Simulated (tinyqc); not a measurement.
# Resistance of a circular point contact between the ballistic and the diffusive limit: two studies

Two half-spaces of a free-electron metal (one valley, spin 2) meet through a circular opening of radius a in an insulating sheet.

Parameters, values chosen for the exercise: free-electron density n = 4.2e21 cm^-3; mean free path l = 6.3 nm; radius of the opening a = 4.5 nm.

Constants: q = 1.602176634e-19 C, hbar = 1.054571817e-34 J s. Results are converted to the units shown.

Each table varies one quantity; the others keep the values above.

## Effect of the radius

kF = (3 pi^2 n)^(1/3), resistivity rho = hbar kF/(n q^2 l). Maxwell: RM = rho/(2 a); Sharvin: RS = 4 rho l/(3 pi a^2); interpolation R = RS + gamma RM, gamma = (1 + 0.83 K)/(1 + 1.33 K), K = l/a.

Result of one run:

| a (nm) | K = l/a | RM (ohm) | RS (ohm) | R (ohm) |
|---|---|---|---|---|
| 5.2 | 1.212 | 74.52 | 76.63 | 133.9 |

What becomes of these results when the radius of the opening a is changed from 5.2 to 150 nm, all else the same?

Result of the changed run:

| a (nm) | K = l/a | RM (ohm) | RS (ohm) | R (ohm) |
|---|---|---|---|---|
| 150 | 0.04200 | 2.583 | 0.09209 | 2.624 |

The whole series:

| a (nm) | K = l/a | RM (ohm) | RS (ohm) | R (ohm) |
|---|---|---|---|---|
| 0.97 | 6.495 | 399.5 | 2202 | 2467 |
| 1.7 | 3.706 | 227.9 | 717.0 | 873.7 |
| 3 | 2.100 | 129.2 | 230.2 | 323.6 |
| 5.2 | 1.212 | 74.52 | 76.63 | 133.9 |
| 9.1 | 0.6923 | 42.58 | 25.02 | 59.93 |
| 16 | 0.3937 | 24.22 | 8.094 | 29.18 |
| 28 | 0.2250 | 13.84 | 2.643 | 15.28 |
| 49 | 0.1286 | 7.908 | 0.8630 | 8.337 |
| 86 | 0.07326 | 4.506 | 0.2802 | 4.635 |
| 150 | 0.04200 | 2.583 | 0.09209 | 2.624 |

R falls from 2470 to 2.62 ohm, as a^(-1.85) between the first two rows and a^(-1.02) between the last two (Sharvin -2, Maxwell -1). RM equals RS at a = 8 l/(3 pi) = 5.35 nm. In 2 of the 10 rows kF a is below 10, where the smooth Sharvin count is off by about 2/(kF a), a fifth or more.

## Effect of the mean free path

Same model as above.

The same in every row: RS (ohm) = 102.33.

Result of one run:

| l (nm) | K = l/a | RM (ohm) | R (ohm) |
|---|---|---|---|
| 23 | 5.1111 | 23.586 | 118.18 |

What becomes of these results when the mean free path l is changed from 23 to 3.9 nm, all else the same?

Result of the changed run:

| l (nm) | K = l/a | RM (ohm) | R (ohm) |
|---|---|---|---|
| 3.9 | 0.86667 | 139.10 | 213.43 |

The whole series:

| l (nm) | K = l/a | RM (ohm) | R (ohm) |
|---|---|---|---|
| 0.29 | 0.064444 | 1870.6 | 1917.4 |
| 0.69 | 0.15333 | 786.21 | 838.47 |
| 1.6 | 0.35556 | 339.05 | 400.46 |
| 3.9 | 0.86667 | 139.10 | 213.43 |
| 9.4 | 2.0889 | 57.711 | 144.09 |
| 23 | 5.1111 | 23.586 | 118.18 |
| 54 | 12.000 | 10.046 | 108.82 |
| 130 | 28.889 | 4.1730 | 104.97 |

R falls from 1920 to 105 ohm. RS stays at 102 ohm, since rho l depends on n alone, and R is 2.6 % above it in the last row: a cleaner metal cannot lower R below the Sharvin value.

Program tinyqc, `OMP_NUM_THREADS=1 python tinyqc.py 2760127 2760128 out.jsonl`; Intel Xeon 2.30GHz, shared host, one thread, about 0.01 s.
